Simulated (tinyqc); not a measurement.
From a target level to the width: type-II superlattice in the two-band Kane model. Three cases, with inputs chosen for the exercise.

Problem. Which width a puts the bottom of C1 at the energy below?

Motion along the axis, period d = a + b, c = hbar^2/2m0. Conduction and light-hole bands couple: (E - Ec)(E - Ev) = Ep c k^2 in each layer, with mass m(E) = (E - Ev)/Ep, which may be negative. The conduction envelope psi and psi'/m(E) are continuous; a layer carries them by [[cos kt, (m/k) sin kt], [-(k/m) sin kt, cos kt]] (cosh and sinh for k^2 < 0), and cos(q d) = tr(M_B M_A)/2. C1 is the first miniband above EvB, with its bottom at tr/2 = +1 and its top at -1; the gap is the bottom of C1 less the top heavy-hole level HH1.

Constants: hbar^2/2m0 = 3.80998211 eV angstrom^2.

Find: k in A; kappa in B; a.

Method. At q = 0 the state is even in both layers: (k/m_A) tan(k a/2) = (kappa/m_B) tanh(kappa b/2) with the masses at that energy; the first branch of the arctangent gives a.

Case 1.

Values chosen (near those of an InAs/GaSb superlattice; shifted at random, so the results belong to these values and not to a real crystal): b = 52 angstrom (layer B); EcA = 0 eV (conduction edge of A); EvA = -0.409 eV (valence edge of A); EcB = 0.916 eV (conduction edge of B); EvB = 0.118 eV (valence edge of B); EpA = 14.3 eV (coupling energy in A); EpB = 18.3 eV (coupling energy in B).

bottom of C1 = 0.384423 eV

Solution.

k in A = 0.07482 1/angstrom
kappa in B = 0.04507 1/angstrom
a = 29.0 angstrom

Case 2.

Values chosen (near those of an InAs/GaSb superlattice; shifted at random, so the results belong to these values and not to a real crystal): b = 29 angstrom (layer B); EcA = 0 eV (conduction edge of A); EvA = -0.409 eV (valence edge of A); EcB = 0.933 eV (conduction edge of B); EvB = 0.125 eV (valence edge of B); EpA = 14.4 eV (coupling energy in A); EpB = 18.3 eV (coupling energy in B).

bottom of C1 = 0.351594 eV

Solution.

k in A = 0.06982 1/angstrom
kappa in B = 0.04347 1/angstrom
a = 28.0 angstrom

Case 3.

Values chosen (near those of an InAs/GaSb superlattice; shifted at random, so the results belong to these values and not to a real crystal): b = 51 angstrom (layer B); EcA = 0 eV (conduction edge of A); EvA = -0.41 eV (valence edge of A); EcB = 0.931 eV (conduction edge of B); EvB = 0.113 eV (valence edge of B); EpA = 14.3 eV (coupling energy in A); EpB = 17.9 eV (coupling energy in B).

bottom of C1 = 0.362834 eV

Solution.

k in A = 0.07174 1/angstrom
kappa in B = 0.04562 1/angstrom
a = 31.0 angstrom

Computed by tinyqc, one run a case: `OMP_NUM_THREADS=1 python tinyqc.py N N+1 out.jsonl` with N = 1280049, 1280097, 1280140; one thread of a shared Intel(R) Xeon(R) Processor @ 2.30GHz, about 0.1 s a run at most.
